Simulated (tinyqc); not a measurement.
What moves the carrier density: donors on two lattice sites with valley-orbit split states.

Each donor binds at most one electron, in any of its states. For a site s, W_s = sum over its states of g exp(E/kT), and the ionised share is 1/(1 + W_s exp(eta)), eta = (EF - Ec)/kT; n = Nc F_1/2(eta); neutrality n + NA = ND x (mean ionised share, the two sites in equal numbers); holes are neglected. Nc from N = 2 (m kB T/(4 pi c))^(3/2) with c = hbar^2/2m0, in 1/angstrom^3; times 1e24 for 1/cm^3, m = md. F_j(eta) = (1/Gamma(j + 1)) integral_0^infinity x^j dx/(1 + exp(x - eta)), which tends to exp(eta) for eta << 0.

Mobility (Caughey-Thomas form): mu = mu0 + (mu1 (T/300)^(-ga) - mu0)/(1 + ((ND + NA)/Nr)^de); rho = 1/(e n mu), e = 1.602176634e-19 C.

Constants: hbar^2/2m0 = 3.80998211 eV angstrom^2; kB = 8.617333262e-05 eV/K.

Inputs chosen for the exercise (near those of nitrogen in 4H-SiC; not measured data): md = 0.807 m0 (density-of-states mass of the conduction band); E = (60.6, 53.6, 122.9, 75.7) meV (binding energies of h ground, h excited, k ground, k excited); g = (2, 4, 2, 4) (their degeneracies with spin); ND = 8.7e+15 1/cm^3 (donors, half on each site); NA = 1.3e+14 1/cm^3 (compensating acceptors, all ionised); T = 300 K; mu0 = 40 cm^2/(V s) (mobility at heavy doping); mu1 = 979 cm^2/(V s) (mobility at light doping and 300 K); Nr = 1.8e+17 1/cm^3 (reference doping); de = 0.61 (doping exponent); ga = 2.4 (temperature exponent).

All results formed anew.

One parameter was then changed.

Results before and after:

| case | eta | n (1/cm^3) | rho (ohm cm) |
|---|---|---|---|
| base | -7.735 | 7.957e+15 | 0.9226 |
| changed | -7.735 | 7.957e+15 | 0.8809 |

Which of these changes was made? (a) T = 330 K; (b) Nr = 3.6e+17 1/cm^3; (c) NA = 1e+15 1/cm^3; (d) md = 0.888 m0; (e) ND = 1.74e+16 1/cm^3; (f) E = (65.6, 53.6, 122.9, 75.7) meV.

Answer: (b) Nr = 3.6e+17 1/cm^3. Of the candidates, run in turn, only this one gives the changed row.

All candidates:

| case | eta | n (1/cm^3) | rho (ohm cm) |
|---|---|---|---|
| base | -7.735 | 7.957e+15 | 0.9226 |
| E = (65.6, 53.6, 122.9, 75.7) meV | -7.735 | 7.950e+15 | 0.9235 |
| md = 0.888 m0 | -7.869 | 8.027e+15 | 0.9145 |
| ND = 1.74e+16 1/cm^3 | -7.091 | 1.513e+16 | 0.5179 |
| NA = 1e+15 1/cm^3 | -7.842 | 7.144e+15 | 1.036 |
| T = 330 K | -7.851 | 8.172e+15 | 1.127 |
| Nr = 3.6e+17 1/cm^3 | -7.735 | 7.957e+15 | 0.8809 |

(tinyqc, `OMP_NUM_THREADS=1 python tinyqc.py 1651913 1651914 out.jsonl`, Intel(R) Xeon(R) Processor @ 2.30GHz, 1 thread, shared host, about 0.03 s.)
